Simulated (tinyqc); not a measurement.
# Hole mobility in a silicon inversion layer, empirical terms and Matthiessen rule, step by step

Program tinyqc, `OMP_NUM_THREADS=1 python tinyqc.py 2510168 2510169 out.jsonl`; Intel Xeon 2.30GHz, shared host, one thread, about 0.01 s. Printed values are rounded.

Inversion layer of sheet density Ns on a uniformly doped body. The mobility terms are empirical power laws with prefactors chosen for the exercise; adding their inverses (Matthiessen) is itself an approximation.

Inputs (values chosen for the exercise); material values close to those of silicon:

| symbol | value | unit | meaning |
|---|---|---|---|
| T | 325 | K | temperature |
| Eg | 1.13 | eV | band gap |
| eps_r | 11.5 |  | relative permittivity of the semiconductor |
| Nc | 3.12e19 | cm^-3 | conduction-band density of states at T |
| Nv | 2.98e19 | cm^-3 | valence-band density of states at T |
| Nb | 1.9e18 | cm^-3 | body doping |
| Vsb | 0 | V | reverse body bias |
| eta | 0.3333 |  | weight of the inversion charge in the effective field |
| Cox | 1.02 | uF/cm^2 | gate capacitance |
| Ap | 126 | cm^2/(V s) | phonon-limited mobility at 1 MV/cm and 300 K |
| As | 407 | cm^2/(V s) | roughness-limited mobility at 1 MV/cm |
| gs | 1 |  | exponent of the roughness term |
| Ac | 1400 | cm^2/(V s) | Coulomb prefactor |
| Nit | 4.2e10 | cm^-2 | charge at the interface |
| Ns | 3.6e12 | cm^-2 | inversion density |
| WL | 5 |  | ratio W/L |
| Vd | 0.01 | V | drain voltage |
| I | 1.94 | uA | measured linear current |

Constants: q = 1.602176634e-19 C, kB = 1.380649e-23 J/K, Vt = kB T/q, eps0 = 8.8541878128e-14 F/cm where lengths are in cm. Results are converted to the units shown.

## Depletion charge and effective field

ni = sqrt(Nc Nv) exp(-Eg/(2 Vt)), Eg in volts; Ndep = sqrt(2 eps0 eps_r Nb (2 Vt ln(Nb/ni) + Vsb)/q); E = q (Ndep + eta Ns)/(eps0 eps_r), in MV/cm.

ni = 5.28111e10 cm^-3
Ndep = 4.85129e12 cm^-2
E = 0.952146 MV/cm

The depletion charge gives 80.2 % of the field.

## Mobility terms and their sum

With t = T/(300 K): muC = Ac (Ns/1e12 cm^-2) t/(Nb/1e17 cm^-3 + Nit/1e11 cm^-2), muP = Ap E^(-1/3) t^(-1.75), muS = As E^(-gs); 1/mu is the sum of the inverses.

terms (cm^2/(V s)): Coulomb 281.153, phonon 111.336, roughness 427.455
mu = 67.2132 cm^2/(V s)
shares of 1/mu (%): Coulomb 23.9062, phonon 60.3697, roughness 15.7240

The phonon term limits most.

## Iteration 1: inversion density for the measured current

Ns at the start = 5.4e12 cm^-2

I = (W/L) q Ns mu Vd. E = q (Ndep + eta Ns)/(eps0 eps_r) in MV/cm. With t = T/(300 K): muC = Ac (Ns/1e12 cm^-2) t/(Nb/1e17 cm^-3 + Nit/1e11 cm^-2), muP = Ap E^(-1/3) t^(-1.75), muS = As E^(-gs); 1/mu is the sum of the inverses. Ns(new) = I/((W/L) q mu Vd).

E = 1.04655 MV/cm
mu = 70.3636 cm^2/(V s)
Ns after iteration 1 = 3.44170e12 cm^-2

## Iteration 2: inversion density for the measured current

As before.

E = 0.943844 MV/cm
mu = 66.6888 cm^2/(V s)
Ns after iteration 2 = 3.63136e12 cm^-2

## Course of the iteration: inversion density for the measured current

Stop when Ns changes by less than 1e5 cm^-2, or after 120 iterations.

Course of the iteration:
```
iteration  Ns (cm^-2)  |change| (cm^-2)
1          3.44170e12           1.96e12
2          3.63136e12           1.90e11
3          3.59781e12           3.35e10
4          3.60339e12            5.58e9
5          3.60245e12            9.37e8
6          3.60261e12            1.57e8
7          3.60258e12            2.64e7
8          3.60259e12            4.42e6
9          3.60258e12            7.42e5
10         3.60258e12            1.25e5
11         3.60258e12            2.09e4
```

Converged in 11 iterations. At the end each change is about 0.17 times the one before, with alternating sign: linear convergence.

## Split C-V extraction

```
point  Vg (V)  Cgc (uF/cm^2)      I (uA)
0           0     5.11704e-4  9.95548e-9
1         0.1     0.00640162  1.56537e-6
2         0.2      0.0750933  2.27738e-4
3         0.3           0.51   0.0166671
4         0.4       0.944907    0.175423
5         0.5        1.01360    0.494216
6         0.6        1.01949    0.873373
7         0.7        1.01996     1.27211
8         0.8        1.02000     1.67534
9         0.9        1.02000     2.07630
10          1        1.02000     2.47163
11        1.1        1.02000     2.85965
12        1.2        1.02000     3.23953
```

Q(Vg) is the trapezoid sum of Cgc from the first point (where Q is taken as 0); mu_eff = I/((W/L) Q Vd); mu_FE = (dI/dVg)/((W/L) Cox Vd) with a backward difference. Listed from point 4 on.

```
point  Q (uC/cm^2)  mu_eff (cm^2/(V s))  mu_FE (cm^2/(V s))
4         0.106420              32.9679             31.1286
5         0.204346              48.3706             62.5085
6            0.306              57.0832             74.3445
7         0.407972              62.3624             78.1831
8         0.509970              65.7035             79.0653
9         0.611970              67.8562             78.6189
10        0.713970              69.2363             77.5165
11        0.815970              70.0921             76.0823
12        0.917970              70.5804             74.4867
```

At the last point mu_FE is 5.5 % above mu_eff.
